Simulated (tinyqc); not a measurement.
From results back to parameters: BHZ model on a square lattice (one spin block). Five cases, with inputs chosen for the exercise.

Problem. Near Gamma E = -D k^2 -/+ sqrt(A^2 k^2 + (M - B k^2)^2), so the curvature of the upper band, E = |M| + c+ k^2, is c+ = -D + A^2/(2|M|) - B sign(M), and of the lower one c- = -D - A^2/(2|M|) + B sign(M). M and A are given; c+ and c- come from hidden B and D.

Case 1.

Values chosen (out of a larger set: of the size used for HgTe wells; not measured data): A = 3.6 eV angstrom; M = 0.0248 eV (mass term).

c+, c- (eV angstrom^2): 376.590  -274.790

Case 2.

Values chosen (out of a larger set: of the size used for HgTe wells; not measured data): A = 3.45 eV angstrom; M = -0.0064 eV (mass term).

c+, c- (eV angstrom^2): 909.183  -799.783

Case 3.

Values chosen (out of a larger set: of the size used for HgTe wells; not measured data): A = 3.77 eV angstrom; M = 0.0164 eV (mass term).

c+, c- (eV angstrom^2): 553.220  -454.620

Case 4.

Values chosen (out of a larger set: of the size used for thin Bi2Se3 films; not measured data): A = 2.57 eV angstrom; M = 0.0485 eV (mass term).

c+, c- (eV angstrom^2): 89.892  -80.092

Case 5.

Values chosen (out of a larger set: of the size used for HgTe wells; not measured data): A = 3.44 eV angstrom; M = 0.0273 eV (mass term).

c+, c- (eV angstrom^2): 329.533  -228.533

Find: D, B; order of the bands.

Solution. The mean of the curvatures is -D; half their difference is A^2/(2|M|) - B sign(M). The bands are inverted where M/B > 0.

Case 1.

D, B (eV angstrom^2): -50.9  -64.4

order of the bands: normal

Case 2.

D, B (eV angstrom^2): -54.7  -75.4

order of the bands: inverted

Case 3.

D, B (eV angstrom^2): -49.3  -70.6

order of the bands: normal

Case 4.

D, B (eV angstrom^2): -4.9  -16.9

order of the bands: normal

Case 5.

D, B (eV angstrom^2): -50.5  -62.3

order of the bands: normal

Computed by tinyqc, one run a case: `OMP_NUM_THREADS=1 python tinyqc.py N N+1 out.jsonl` with N = 1481032, 1481092, 1481138, 1481151, 1481435; one thread of a shared Intel(R) Xeon(R) Processor @ 2.30GHz, about 0.1 s a run at most.
